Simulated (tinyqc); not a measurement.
Born-von Karman spring model of a cubic crystal with one atom per cell: one step, computed by the program tinyqc. Command: `OMP_NUM_THREADS=1 python tinyqc.py 3018680 3018681 out.jsonl springs walk`. One thread of a shared host (Intel(R) Xeon(R) Processor @ 2.30GHz), about 0.2 s of CPU time with the checks.

First neighbours lie at a (1,0,0) (6 of them), second at a (1,1,0) (12), with all permutations and signs; the volume per atom is Omega = a^3.

Task: Frequencies at the zone boundary. A neighbour at R with unit vector n couples by the matrix K(R) = kL n n^T + kT (1 - n n^T), and D(q) = (1/M) sum_R K(R) [1 - cos(q.R)]. An eigenvalue lambda of D in eV/(angstrom^2 u) gives nu = 15.6333042 THz x sqrt(lambda).

Inputs (values chosen for the exercise, for a model crystal):

| quantity | value | unit |
|---|---|---|
| atomic mass M | 73.3 | u |
| radial spring k1L | 2.39 | eV/angstrom^2 |
| transverse spring k1T | 0 | eV/angstrom^2 |
| radial spring k2L | 0.93 | eV/angstrom^2 |
| transverse spring k2T | 0 | eV/angstrom^2 |

Lattice: sc.

Constants: nu for 1 eV/(angstrom^2 u) = 15.6333042 THz.

Give: Frequencies (THz) at points given in 2 pi/a.

Result:

Frequencies (THz) at points given in 2 pi/a:

| point | nu 1 | nu 2 | nu 3 |
|---|---|---|---|
| X (0.5, 0, 0) | 3.522 | 3.522 | 7.529 |
| M (0.5, 0.5, 0) | 4.981 | 6.654 | 6.654 |
| R (0.5, 0.5, 0.5) | 5.646 | 5.646 | 5.646 |
